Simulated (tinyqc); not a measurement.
Biaxially strained (001) channel, valley splitting in an inversion layer: two steps of the calculation.

A thin layer grown on a relaxed buffer is stretched in the plane. The two valleys with their long axis along the growth direction (D2) sink against the four in-plane ones (D4); confinement in a triangular well splits them too. Only the lowest subband of each set is kept; one relaxation time, so the weakening of intervalley scattering is left out.

Inputs (values chosen for the exercise); values close to those of silicon on relaxed silicon-germanium:
- T = 300 K (temperature)
- x = 0.36 (germanium share of the relaxed buffer)
- b1 = 0.0418 (lattice mismatch per unit x)
- c11 = 162 GPa (elastic constant)
- c12 = 62.9 GPa (elastic constant)
- Xu = 9.01 eV (shear deformation potential)
- ml = 0.941 m0 (longitudinal mass)
- mt = 0.187 m0 (transverse mass)
- Ns = 8.8e11 cm^-2 (inversion density)

Constants: q = 1.602176634e-19 C, kB = 1.380649e-23 J/K, Vt = kB T/q. Results are converted to the units shown.

Question 1. Strain, stress and splitting. e_par = b1 x, e_perp = -2 (c12/c11) e_par, splitting D = Xu (e_par - e_perp), in-plane stress (c11 + c12 - 2 c12^2/c11) e_par.

Wanted: e_par; e_perp; D; stress.

Answer 1.

e_par = 1.5048 %
e_perp = -1.1685 %
D = 240.87 meV
stress = 2.6493 GPa

Question 2. Share of the light valleys and conductivity mass. EF solves Ns = N2 ln(1 + exp((EF - E2)/Vt)) + N4 ln(1 + exp((EF - E4)/Vt)); f2 is the share in D2, and 1/mc = f2/mt + (1 - f2)(1/mt + 1/ml)/2.

EF = 0.055805062 eV
E2 = 0.092332044 eV
N2 = 4.0388985e12 cm^-2

Wanted: f2; mc.

Answer 2.

f2 = 1.000
mc = 0.1870 m0

Numbers from tinyqc (`OMP_NUM_THREADS=1 python tinyqc.py 2530103 2530104 out.jsonl`; about 0.01 s on one thread of a shared Intel Xeon 2.30GHz).
